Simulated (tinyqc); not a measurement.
# Worked calculation: bulk transistor, scale length and short-channel effects

Program tinyqc, `OMP_NUM_THREADS=1 python tinyqc.py 2420094 2420095 out.jsonl`; Intel Xeon 2.30GHz, shared host, one thread, about 0.01 s. Printed values are rounded.

A gate, an insulator of thickness ti and a depleted layer of depth ts on a conducting body. Below threshold the potential that source and drain add obeys Laplace's equation and vanishes on the gate and at the bottom of the depleted layer. Its lowest mode decays along the channel as exp(-k y); k is the smallest positive root of the matching condition at the interface, and the scale length is Lambda = pi/k.

Inputs (values chosen for the exercise); permittivities: semiconductor close to that of indium arsenide, insulator close to that of silicon nitride: temperature T = 400 K; relative permittivity of the semiconductor eps_r = 15.3; relative permittivity of the insulator ei = 7.28; insulator thickness ti = 2.8 nm; depletion depth ts = 18 nm; channel length L = 67 nm; potential of the source Vbi = 0.96 V; potential of the barrier top at threshold sT = 0.59 V; long-channel threshold VTL = 0.34 V; long-channel body factor m = 1.33; drain voltage Vds = 1 V.

Constants: q = 1.602176634e-19 C, kB = 1.380649e-23 J/K, Vt = kB T/q. Results are converted to the units shown.

## Scan of the matching condition

k, point 0 to 7 (1/nm): 0.02125  0.0425  0.06375  0.085  0.10625  0.1275  0.14875  0.17

f(k) = eps_r sin(k ti) cos(k ts) + ei cos(k ti) sin(k ts).

f(k), point 0 to 7: 3.55645  6.31634  7.64788  7.21602  5.05494  1.56664  -2.55506  -6.46018

The first change of sign lies between k = 0.1275 and 0.14875 1/nm.

## Iteration 1: decay constant by Newton steps

k at the start = 0.148750 1/nm

f(k) = eps_r sin(k ti) cos(k ts) + ei cos(k ti) sin(k ts); f' by a central difference with +/- 1e-5 1/nm; k(new) = k - f/f'.

f = -2.55506
f' = -195.758 nm
k after iteration 1 = 0.135698 1/nm

## Iteration 2: decay constant by Newton steps

As before.

f = 0.00682768
f' = -194.196 nm
k after iteration 2 = 0.135733 1/nm

## Course of the iteration: decay constant by Newton steps

Stop when k changes by less than 1e-10 1/nm, or after 30 iterations.

Course of the iteration:
```
iteration  k (1/nm)  |change| (1/nm)
1          0.135698           0.0131
2          0.135733          3.52e-5
3          0.135733          2.27e-9
4          0.135733                0
```

Converged in 4 iterations. The change falls from 0.013 in the first iteration to below the tolerance in the last.

## Scale length against simple estimates

k = 0.135733 1/nm

Lambda = pi/k and l = 1/k. A parabolic potential across the structure gives l(parabolic) = sqrt((eps_r/ei) ts ti).

Lambda = 23.1454 nm
l = 7.36740 nm
l(parabolic) = 10.2919 nm

The parabolic estimate is 40 % above l.

## Threshold shift, barrier position and swing

Along the channel psi(y) = s + a exp(y/l) + b exp(-y/l) with psi(0) = Vbi, psi(L) = Vbi + Vds and l = 1/k = Lambda/pi; with A = Vbi - s, B = A + Vds, x = exp(-L/l): a = (B - A x) x/(1 - x^2), b = (A - B x)/(1 - x^2). The minimum is s + 2 sqrt(a b), at y = (l/2) ln(b/a). The long-channel potential follows the gate as s = sT + (Vg - VTL)/m, and the threshold VT is the gate voltage at which the minimum equals sT. Swing = m Vt ln 10/g at threshold, g = d(minimum)/ds = 1 - (b x + a)/((1 + x) sqrt(a b)).

s at threshold = 0.574513 V
a = 1.55620e-4 V
b = 0.385332 V
position of the minimum = 28.7861 nm
VT = 0.319402 V
swing = 108.343 mV/decade

The threshold lies 20.6 mV below the long-channel value, and the barrier top sits at 0.43 L from the source.
